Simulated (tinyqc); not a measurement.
From results back to parameters: thin-film optics by transfer matrices. Three cases, with inputs chosen for the exercise.

Problem. A bare substrate in air: with rho = tan(Psi) exp(i Delta), Delta = 180 degrees at small angles on a dielectric, conj(eps) = sin^2(theta) [1 + tan^2(theta) ((1 - rho)/(1 + rho))^2], and n + i k = sqrt(eps).

Case 1.

Values chosen (out of a larger set: indices near those of HfO2, SiO2 on polySi; not measured data): lam = 248 nm (vacuum wavelength); theta_e = 70 degrees (angle of the ellipsometer).

Psi = 31.2709 degrees
Delta = 107.7028 degrees

Case 2.

Values chosen (out of a larger set: indices near those of resist, ARC on Cu; not measured data): lam = 193 nm (vacuum wavelength); theta_e = 75 degrees (angle of the ellipsometer).

Psi = 34.0919 degrees
Delta = 51.9147 degrees

Case 3.

Values chosen (out of a larger set: indices near those of resist, ARC, SiO2 on Si; not measured data): lam = 633 nm (vacuum wavelength); theta_e = 65 degrees (angle of the ellipsometer).

Psi = 18.1396 degrees
Delta = 179.5820 degrees

Find: rho; eps; n; k.

Solution. Form rho, insert it, conjugate, and take the root with k >= 0.

Case 1.

rho = -0.1847+0.5786i
eps = -5.39+9.75i
n = 1.695
k = 2.875

Case 2.

rho = 0.4175+0.5327i
eps = -1.15+2.85i
n = 0.982
k = 1.453

Case 3.

rho = -0.3276+0.0024i
eps = 15.55+0.16i
n = 3.943
k = 0.020

Computed by tinyqc, one run a case: `OMP_NUM_THREADS=1 python tinyqc.py N N+1 out.jsonl` with N = 1682208, 1682210, 1682226; one thread of a shared Intel(R) Xeon(R) Processor @ 2.30GHz, about 0.01 s a run at most.
